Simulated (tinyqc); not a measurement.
Comparisons within one model: free and nearly free electrons in a metal. A value that a table varies takes the place of the one given here.

The cubic cell holds 2 atoms: n = 2 z/a^3, kF = (3 pi^2 n)^(1/3), EF = c kF^2/m, vF = 2 c kF/(m hbar), c = hbar^2/2m0; rs = (3/(4 pi n))^(1/3)/a0; D(EF) = 3 n/(2 EF).

Two plane waves k and k - G, G = (110) (2 pi/a): H = [[c k^2/m, V], [V, c (k - G)^2/m]] with c = hbar^2/2m0.

Square wire of width w with grain size w: rho/rho0 = 1/(1 - 3 al/2 + 3 al^2 - 3 al^3 ln(1 + 1/al)) + (3/4) (1 - p) l/w, with al = (l/w) Rg/(1 - Rg) (Mayadas-Shatzkes plus the thick-wire form of Fuchs-Sondheimer); l = hbar kF/(n e^2 rho), e = 1.602176634e-19 C.

Constants: hbar^2/2m0 = 3.80998211 eV angstrom^2; hbar = 6.58211957e-16 eV s; a0 (Bohr radius) = 0.5291772105 angstrom.

Parameters, chosen for this exercise (near those of Na; shifted at random, so the results belong to these values and not to a real crystal): a = 4.23 angstrom (bcc lattice constant); z = 1 (free electrons an atom); m = 1.47 m0 (mass); rho = 4.87 micro-ohm cm (bulk resistivity); p = 0.5 (specularity of the surfaces); Rg = 0.47 (reflection at grain boundaries); w = 20 nm (wire width).

## When the Fermi surface touches the face

On the face the lower band is E = c (G^2/4 + q^2)/m - V, q along the face. EF is held at its free value. A neck opens where EF > c G^2/(4m) - V, with radius q; the second band fills where EF > c G^2/(4m) + V.

Necks:
```
V (eV)  lower band at the face centre (eV)  neck radius (1/angstrom)  radius/kF
0.2                                  2.659                         -          -
0.5                                  2.359                         -          -
0.8                                  2.059                    0.2336      0.254
1.1                                  1.759                    0.4127      0.448
1.4                                  1.459                    0.5348      0.580
1.8                                  1.059                    0.6636      0.720
2.2                                  0.659                    0.7712      0.837
2.6                                  0.259                    0.8655      0.939
```

EF = 2.201 eV
c G^2/(4m) = 2.859 eV

How do the results move?

Contact needs V > 0.659 eV. It is first met at V = 0.8 eV of those listed, and the radius then grows as the square root of the excess, to 0.939 kF at 2.6 eV. EF is held at its free value here; a count of states lowers it as V grows, strongly for V of an eV or more, so the threshold is a lower bound, the radii are upper bounds, and some necks may vanish.

## Resistivity of narrow wires

Wires:
```
w (nm)     al  grain term (factor - 1)  surface term  rho (micro-ohm cm)
200     0.130                    0.189         0.055                6.06
100     0.261                    0.372         0.110                7.22
50      0.522                    0.730         0.221                9.50
30      0.870                    1.202         0.368               12.51
20      1.304                    1.787         0.552               16.26
14      1.863                    2.537         0.788               21.06
10      2.609                    3.534         1.103               27.45
7       3.727                    5.027         1.576               37.03
```

l = 29.42 nm

How do the results move?

At 7 nm the resistivity is 7.60 times the bulk value; grain boundaries add more (5.03 from grains, 1.58 from surfaces). It passes twice the bulk value between 50 and 30 nm. The surface formula is meant for w above l = 29 nm, so the rows below that are rough.

## What sets the wire resistivity

All results formed anew. Each row changes one parameter from the base and keeps the others.

Results:
```
case                      EF (eV)  l (nm)  wire rho (micro-ohm cm)
base                        2.201   29.42                   16.260
a = 4.357 angstrom          2.074   31.21                   16.943
m = 1.764 m0                1.834   29.42                   16.260
rho = 5.844 micro-ohm cm    2.201   24.51                   17.266
p = 0.8                     2.201   29.42                   14.648
Rg = 0.329                  2.201   29.42                   12.432
w = 14 nm                   2.201   29.42                   21.061
```

What does this show?

The largest shifts from the base row, up to three for each result and ties (the steps differ in size, so this ranks the rows, not the parameters). EF (eV): m -0.367, a -0.126; unchanged at the printed digits by rho, p, Rg and w. l (nm): rho -4.90, a +1.79; unchanged at the printed digits by m, p, Rg and w. wire rho (micro-ohm cm): w +4.802, Rg -3.828, p -1.612; unchanged at the printed digits by m. The mass drops out of l at given rho, because vF falls and tau rises by the same factor.

Program tinyqc; command `OMP_NUM_THREADS=1 python tinyqc.py 1652214 1652215 out.jsonl`; about 0.01 s on one thread of a shared Intel(R) Xeon(R) Processor @ 2.30GHz.
